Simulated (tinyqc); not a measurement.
The product rho l across metals: free and nearly free electrons in a metal.

Constants: hbar^2/2m0 = 3.80998211 eV angstrom^2; hbar = 6.58211957e-16 eV s.

Free electrons with m = 1; fcc cells hold 4 atoms and bcc cells 2; n = atoms z/a^3, kF = (3 pi^2 n)^(1/3), rho l = hbar kF/(n e^2), e = 1.602176634e-19 C. Inputs are chosen for the exercise.

Results:
```
case     lattice  a (angstrom)  z  rho (micro-ohm cm)  kF (1/angstrom)  EF (eV)  l (nm)  rho l (1e-16 ohm m^2)
near Ag      fcc         4.091  1                1.61            1.200     5.49    52.4                   8.44
near Na      bcc         4.249  1                5.08            0.917     3.21    28.5                  14.45
near Li      bcc         3.461  1                9.75            1.126     4.83     9.8                   9.59
near Al      fcc         4.022  3                2.86            1.761    11.82    13.7                   3.92
near Au      fcc         4.038  1                2.06            1.216     5.64    39.9                   8.22
near K       bcc         5.282  1                6.57            0.738     2.07    34.0                  22.34
```

rho l falls as n^(-2/3): it is lowest for the case near Al and highest for near K. The lowest bulk rho belongs to near Ag; in very narrow wires, where rho l rules, the order changes. Real Fermi surfaces depart from spheres, most for the polyvalent and noble metals.

Computed by tinyqc, a small Python program: `OMP_NUM_THREADS=1 python tinyqc.py 1651655 1651656 out.jsonl` (the numbers bound the seed that draws the inputs); one thread of a shared host (Intel(R) Xeon(R) Processor @ 2.30GHz), about 0.01 s for the whole set of steps.
